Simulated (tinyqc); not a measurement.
From a target to a composition: model-solid line-up of a strained alloy layer on a substrate.

Problem. A layer of the alloy is strained to the substrate, and its gap (Ec minus the top valence edge) is given. Find x between 0.02 and 0.88, where the gap is monotonic.

All values of the alloy are linear in x but the gap, Eg(x) = (1 - x) Eg_A + x Eg_B - C x (1 - x), and the valence edge, Ev(x) = (1 - x) Ev_A + x Ev_B + fv C x (1 - x); Ec = Ev + Eg. Ev is the top of the unstrained valence band on a scale common to all materials. In the layer only the Gamma valley of the conduction band is followed, also where an X or L valley would lie lower.

Coherent growth on a (001) face: e_par = (a_s - a)/a, e_perp = -2 (C12/C11) e_par; exx = eyy = e_par, ezz = e_perp, no shear.

Strained edges: Ec + ac tr(e); the valence edges are Ev plus the levels of the 6 x 6 matrix of X, Y, Z times spin with -Dso/3 + l exx + m (eyy + ezz) on the diagonal (cyclic), n exy off it, l = av + 2 b, m = av - b, n = sqrt(3) d. Spin-orbit term (Dso/3) L.sigma on X, Y, Z with (L_k)_ij = -i epsilon_kij: <X+|H|Y+> = -i Dso/3, <X+|H|Z-> = Dso/3, <Y+|H|Z-> = -i Dso/3, <Z+|H|X-> = -Dso/3, <Z+|H|Y-> = i Dso/3, <X-|H|Y-> = i Dso/3, and their conjugates; + and - are the spin along z.

Inputs chosen for the exercise (A near InAs, B near AlAs, substrate near InP; not measured data): a = (6.051, 5.656) angstrom (lattice constant of A, B); Eg = (0.42, 3.143) eV (gap at Gamma to the s-like level of A, B); Dso = (0.388, 0.277) eV (spin-orbit splitting of A, B); Ev = (-0.59, -1.34) eV (top of the unstrained valence band of A, B); ac = (-5.01, -5.67) eV (conduction deformation potential of A, B); av = (0.99, 2.47) eV (valence hydrostatic potential of A, B); b = (-1.82, -2.29) eV (tetragonal shear potential of A, B); d = (-3.65, -3.38) eV (trigonal shear potential of A, B); C11 = (82.6, 125.9) GPa (of A, B); C12 = (45.9, 52.7) GPa (of A, B); C44 = (40, 53.6) GPa (of A, B); C = 0.793 eV (bowing of the gap); fv = 0.2 (share of the bowing taken by the valence edge); a_s = 5.872 angstrom (substrate); face = 001 (growth face).

strained gap = 2.161513 eV

Find: x; e_par; gap of the relaxed alloy.

Solution. Bisect on x; the strained gap is 0.5034 eV at x = 0.02 and 2.2807 eV at x = 0.88.

x = 0.820
e_par = 2.530 %
gap of the relaxed alloy = 2.536 eV

Run: tinyqc, `OMP_NUM_THREADS=1 python tinyqc.py 1050066 1050067 out.jsonl`; Intel(R) Xeon(R) Processor @ 2.30GHz, one thread, shared host; about 0.01 s of CPU time with all checks.
